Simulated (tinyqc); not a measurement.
Crystal pulling from the melt: segregation, interface stability, heat balance and point-defect regime: one step, computed by the program tinyqc. Command: `OMP_NUM_THREADS=1 python tinyqc.py 3018054 3018055 out.jsonl pull walk`. One thread of a shared host (Intel(R) Xeon(R) Processor @ 2.30GHz), about 0.01 s of CPU time with the checks.

A dilute solute; steady pulling with a flat interface unless it is found unstable.

Problem. Boundary layer and effective coefficient. delta = 1.61 D^(1/3) nu^(1/6) omega^(-1/2), omega = 2 pi rpm/60; k_eff = k0/[k0 + (1 - k0) exp(-V delta/D)] (Burton, Prim and Slichter); the melt at the interface is enriched by k_eff/k0.

Inputs (values chosen for the exercise, modelled on boron in silicon):

| quantity | value | unit |
|---|---|---|
| equilibrium coefficient k0 | 0.84 | - |
| diffusivity in the melt D | 0.00021 | cm^2/s |
| kinematic viscosity nu | 0.0037 | cm^2/s |
| crystal rotation | 8 | rpm |
| pull rate V | 1.6 | mm/min |

Give: boundary layer delta; V delta/D; k_eff; enrichment at the interface.

Solution.

boundary layer delta = 411.2 micrometre

V delta/D = 0.5221

k_eff = 0.8985

enrichment at the interface = 1.070

k_eff has moved 36.5 % of the way from k0 to 1. A 10 % ripple of V gives striations of 0.53 % in C_s, since d ln k_eff/d ln V = (1 - k_eff) V delta/D.
